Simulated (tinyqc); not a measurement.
Square-lattice Ising model by mean field, Bethe lattice, transfer matrix, exact enumeration and Monte Carlo steps. Changing the temperature T. Computed by tinyqc, a small Python program. Command: `OMP_NUM_THREADS=1 python tinyqc.py 3028023 3028024 out.jsonl ising sweep`. One thread of a shared host (Intel(R) Xeon(R) Processor @ 2.30GHz), about 0.02 s of CPU time with the checks.

H = -J sum over nearest pairs s_i s_j, s = +-1, no field, periodic boundaries; energies per site are in J. As a lattice gas or an alloy, s marks which species holds the site.

Inputs (values chosen for the exercise, for a model lattice): coupling J = 5.84 meV.

Enumerated cell: 3 x 4.

States of the 3 x 4 cell:
```
E (J)  |M|  count
-24     12      2
-16     10     24
-12      0      4
-12      6      8
-12      8     48
-8       2     48
-8       4     78
-8       6    120
-8       8     84
-4       0    168
-4       2    264
-4       4    264
-4       6    216
0        0    254
0        2    552
0        4    444
0        6     96
4        0    348
4        2    552
4        4    168
8        0    120
8        2    120
8        4     36
12       0     24
12       2     48
16       0      6
```

Constants: k_B = 8.617333262e-05 eV/K.

Method:
- K = J/(k_B T). Onsager: k_B T_c/J = 2/ln(1 + sqrt 2); mean field: 4; Bethe lattice with z = 4: 2/ln 2.
- K = J/(k_B T). Mean field: m = tanh(4 K m), u = -2 m^2. Bethe: cavity field h = 3 artanh(tanh K tanh h), m = tanh(4h/3), u = -2 (tanh K + tanh^2 h)/(1 + tanh K tanh^2 h). Exact: m = [1 - sinh(2K)^(-4)]^(1/8) below T_c; u = -coth(2K) [1 + (2/pi)(2 tanh^2(2K) - 1) K1(k)], k = 2 sinh(2K)/cosh^2(2K), K1 the complete elliptic integral of the first kind. The largest root is taken.
- Weights count x exp(-K E); N = 12; u = <E>/N, c = K^2 (<E^2> - <E>^2)/N in k_B, Binder U = 1 - <M^4>/(3 <M^2>^2).

One run for each value:
```
temperature T (K)  heat capacity c, cell  Binder cumulant U  <|m|>, cell  m, exact  u, cell  u, exact
94.8                              0.1525             0.6644       0.9904    0.9914   -1.967    -1.968
118.0                             0.3809             0.6559       0.9611    0.9652   -1.878    -1.883
142.0                             0.6338             0.6326       0.8941    0.8713   -1.696    -1.667
165.0                             0.7273             0.5926       0.8005    0.0000   -1.460    -1.167
188.0                             0.6584             0.5390       0.7018    0.0000   -1.221    -0.922
212.0                             0.5206             0.4779       0.6128    0.0000   -1.012    -0.769
235.0                             0.3976             0.4219       0.5461    0.0000   -0.857    -0.668
258.0                             0.3030             0.3724       0.4953    0.0000   -0.739    -0.593
282.0                             0.2321             0.3289       0.4552    0.0000   -0.645    -0.531
305.0                             0.1836             0.2944       0.4256    0.0000   -0.575    -0.484
```

Over the rows, heat capacity c, cell goes from 0.153 through a maximum among these rows, 0.727 at 165, to 0.184; Binder cumulant U falls from 0.664 to 0.294 (exponent d ln y / d ln x -0.059 between the first rows and -1.4 between the last); <|m|>, cell falls from 0.990 to 0.426 (exponent d ln y / d ln x -0.14 between the first rows and -0.86 between the last). The heat capacity of the cell peaks among these rows at k_B T/J = 2.43, against the exact 2.269 where the infinite lattice diverges logarithmically.

Extremes, crossings and ranges named in words are read from the listed rows.
